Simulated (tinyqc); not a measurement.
Comparisons within one model: strain-driven crossing of the Gamma and L valleys in a germanium-like crystal. A value that a table varies takes the place of the one given here.

Biaxial loads: e0 is the in-plane strain e_par and the normal is free. (001): e_perp = -2 (C12/C11) e_par; exx = eyy = e_par, ezz = e_perp, no shear. (111): e_perp = -(2 C11 + 4 C12 - 4 C44)/(C11 + 2 C12 + 4 C44) e_par; exx = eyy = ezz = (2 e_par + e_perp)/3 and exy = eyz = ezx = (e_perp - e_par)/3. (110): e_perp = -(C11 + 3 C12 - 2 C44)/(C11 + C12 + 2 C44) e_par; exx = eyy = (e_par + e_perp)/2, ezz = e_par, exy = (e_perp - e_par)/2, eyz = ezx = 0. Uniaxial loads: a stress along n, scaled so that n.e.n = e0, with exx = s11 sxx + s12 (syy + szz), exy = s44 sxy/2, s11 = (C11 + C12)/((C11 - C12)(C11 + 2 C12)), s12 = -C12/((C11 - C12)(C11 + 2 C12)), s44 = 1/C44.

Edges from the unstrained valence top: Gamma at Eg + ac tr(e); an L valley with unit axis u at EgL + aL tr(e) + XuL (u.e.u - tr(e)/3), u along [111], [1-1-1], [-11-1], [-1-11]; valence edges are the levels of the 6 x 6 matrix of X, Y, Z times spin with -Dso/3 + l exx + m (eyy + ezz) on the diagonal (cyclic), n exy off it, l = av + 2 b, m = av - b, n = sqrt(3) d. Spin-orbit term (Dso/3) L.sigma on X, Y, Z with (L_k)_ij = -i epsilon_kij: <X+|H|Y+> = -i Dso/3, <X+|H|Z-> = Dso/3, <Y+|H|Z-> = -i Dso/3, <Z+|H|X-> = -Dso/3, <Z+|H|Y-> = i Dso/3, <X-|H|Y-> = i Dso/3, and their conjugates; + and - are the spin along z.

Constants: kB = 8.617333262e-05 eV/K.

Values chosen for the exercise (near those of Ge, gaps at low temperature; the results hold for these values, not for the real material): Eg = 0.883 eV (gap at Gamma to the s-like level); EgL = 0.737 eV (gap to L); Dso = 0.287 eV (spin-orbit splitting); ac = -8.18 eV (conduction deformation potential); av = 1.25 eV (valence hydrostatic potential); b = -2.54 eV (tetragonal shear potential); d = -5.2 eV (trigonal shear potential); aL = -1.68 eV (hydrostatic potential of the L edge, Xd + Xu/3); XuL = 15.51 eV (uniaxial potential, L); C11 = 126.3 GPa; C12 = 49.3 GPa; C44 = 67.3 GPa; load = biaxial (110) (kind of strain); mG = 0.0399 m0 (mass at Gamma); mL = 0.581 m0 (density-of-states mass of the four L valleys together); T = 77 K (temperature); e0 = 0.0126 (size of the strain).

## Which strain makes the gap direct

For tension the difference Gamma minus lowest L is linear in e0; slope per 1 % and the e0 at which it vanishes (a dash: no crossing below 15 %), with the gap there.

Results:

| load | slope (meV per 1 %) | crossing e0 (%) | gap at the crossing (eV) |
|---|---|---|---|
| biaxial (001) | -79.3 | 1.84 | 0.554 |
| biaxial (110) | -25.8 | 5.66 | -0.345 |
| biaxial (111) | 35.0 | - | - |
| uniaxial [100] | -28.5 | 5.12 | 0.505 |
| uniaxial [111] | -5.1 | - | - |
| uniaxial [110] | 12.9 | - | - |

The smallest strain is needed for biaxial (001) (1.84 %), then uniaxial [100] (5.12 %). No crossing below 15 % is found for biaxial (111), uniaxial [111] and uniaxial [110]: shear splits the L valleys and pulls the lowest down nearly as fast as, or faster than, Gamma. Loads without off-diagonal strain, (001) and [100], gain (ac - aL) tr(e) = -65 meV per 1 % of volume. Crossings beyond about 3 % are sensitive to second-order terms, left out here. For uniaxial [111] the slope is a near cancellation, so terms beyond this linear model decide. A gap at or below zero marks a crossing beyond the range of this linear model.

## Sweep of a biaxial (110) strain

The valence splitting is the distance of the top two edges. Share in Gamma = mG^(3/2)/(mG^(3/2) + (mL^(3/2)/4) sum_i exp(-(E_Li - E_Gamma)/kT)).

Results:

| e0 (%) | direct gap (eV) | indirect gap (eV) | Gamma - L (meV) | valence splitting (meV) | share in Gamma (%) |
|---|---|---|---|---|---|
| 0.00 | 0.883 | 0.737 | 146 | 0 | 5.00e-10 |
| 0.34 | 0.818 | 0.680 | 137 | 30 | 3.75e-09 |
| 0.69 | 0.748 | 0.620 | 128 | 63 | 1.46e-08 |
| 1.03 | 0.678 | 0.559 | 119 | 97 | 5.47e-08 |
| 1.37 | 0.607 | 0.497 | 111 | 133 | 2.05e-07 |
| 1.71 | 0.535 | 0.433 | 102 | 170 | 7.69e-07 |
| 2.06 | 0.459 | 0.366 | 93 | 208 | 2.99e-06 |
| 2.40 | 0.385 | 0.301 | 84 | 247 | 1.12e-05 |

The gap stays indirect over the sweep. The direct gap goes from 0.883 to 0.385 eV; of that change -0.147 eV comes from the rise of the valence top through the shear terms and the rest from the volume. The share in Gamma goes from 5.00e-10 to 1.12e-05 %.

## What each parameter does

Direct gap, Gamma minus the lowest L edge and the valence splitting. Each row changes one parameter from the base and keeps the others.

Results:

| case | direct gap (eV) | Gamma - L (meV) | valence splitting (meV) |
|---|---|---|---|
| base | 0.6304 | 113.5 | 121.1 |
| d = -5.98 eV | 0.6207 | 113.5 | 136.6 |
| C44 = 77.395 GPa | 0.6247 | 100.5 | 113.0 |
| ac = -9.407 eV | 0.6064 | 89.6 | 121.1 |
| b = -2.921 eV | 0.6278 | 113.5 | 125.5 |
| C12 = 41.905 GPa | 0.6264 | 104.4 | 115.4 |
| aL = -1.428 eV | 0.6304 | 108.6 | 121.1 |
| XuL = 13.1835 eV | 0.6304 | 99.3 | 121.1 |

The largest shifts from the base row, up to three for each result and ties (the steps differ in size, so this ranks the rows, not the parameters). direct gap (eV): ac -0.0240, d -0.0097, C44 -0.0056; unchanged at the printed digits by aL and XuL. Gamma - L (meV): ac -24.0, XuL -14.2, C44 -13.0; unchanged at the printed digits by d and b. valence splitting (meV): d +15.5, C44 -8.1, C12 -5.7; unchanged at the printed digits by ac, aL and XuL.

Computed by tinyqc, a small Python program: `OMP_NUM_THREADS=1 python tinyqc.py 1080009 1080010 out.jsonl` (the numbers bound the seed that draws the inputs); one thread of a shared host (Intel(R) Xeon(R) Processor @ 2.30GHz), about 0.01 s for the whole set of steps.
